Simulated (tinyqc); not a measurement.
Length of a molecular wire: coherent transport through a tight-binding bridge. Computed by the program tinyqc. T = Gamma_L Gamma_R |G_1n|^2 with the self-energies of semi-infinite chains.

A uniform bridge between two chains:

| parameter | value |
|---|---|
| site energy (eV) | 3.550000 |
| hopping in the bridge (eV) | 1.290000 |
| lead hopping (eV) | 2.810000 |
| couplings (eV) | 1.13, 0.87 |
| E (eV) | -0.150000 |

Transmission against length:

| sites | T | ln T |
|---|---|---|
| 2 | 5.5336e-03 | -5.197 |
| 3 | 9.0740e-04 | -7.005 |
| 4 | 1.4954e-04 | -8.808 |
| 5 | 2.4666e-05 | -10.610 |
| 6 | 4.0691e-06 | -12.412 |
| 8 | 1.1074e-07 | -16.016 |
| 9 | 1.8269e-08 | -17.818 |
| 10 | 3.0138e-09 | -19.620 |

Estimate the missing row, sites = 7.

Computed row:
```
sites           T     ln T
7      6.7128e-07  -14.214
```

E lies outside the band of the bridge (|E - e|/2h = 1.434 > 1), so T decays as exp(-beta n) with beta = 2 arccosh(1.434) = 1.8020 a site; the last two rows give 1.8020.
